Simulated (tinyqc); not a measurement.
One-electron ion in a basis of Gaussians, step by step. One step of it, computed by the program tinyqc.

Problem. Generalised eigenproblem. Solve H C = S C e through S^(-1/2); each column has its largest component positive (the first on a tie).

H = T + V (hartree):
```
[[-2.918410, -3.247862, -3.256142, -2.948843, -2.481540],
 [-3.247862, -3.752345, -4.055349, -4.460888, -4.406834],
 [-3.256142, -4.055349, -3.002031, -2.794113, -4.592806],
 [-2.948843, -4.460888, -2.794113, 4.402352, 6.799459],
 [-2.481540, -4.406834, -4.592806, 6.799459, 34.347135]]
```

S:
```
[[1.000000, 0.821920, 0.495053, 0.252520, 0.120121],
 [0.821920, 1.000000, 0.821802, 0.494920, 0.252475],
 [0.495053, 0.821802, 1.000000, 0.821784, 0.494960],
 [0.252520, 0.494920, 0.821784, 1.000000, 0.821843],
 [0.120121, 0.252475, 0.494960, 0.821843, 1.000000]]
```

Give: eigenvalues of S; eigenvalues; coefficients.

Solution.

eigenvalues of S: [0.0186, 0.0930, 0.3819, 1.2919, 3.2146]

eigenvalues (hartree): [-4.4841, -0.5478, 6.1167, 30.0531, 108.0022]

coefficients:
```
[[0.2206, 1.6885, -1.3438, 0.6639, -0.3326],
 [0.4856, -1.3059, 3.1220, -2.1251, 1.1131],
 [0.3085, 0.0077, -2.3091, 3.4720, -2.2961],
 [0.0779, -0.1174, 0.2788, -2.5306, 3.3067],
 [0.0498, -0.0175, -0.1358, 0.1985, -2.2788]]
```

For Z = 3 and l = 0 the exact lowest level is -Z^2/(2 n^2) with n = l + 1: -4.500000 hartree.
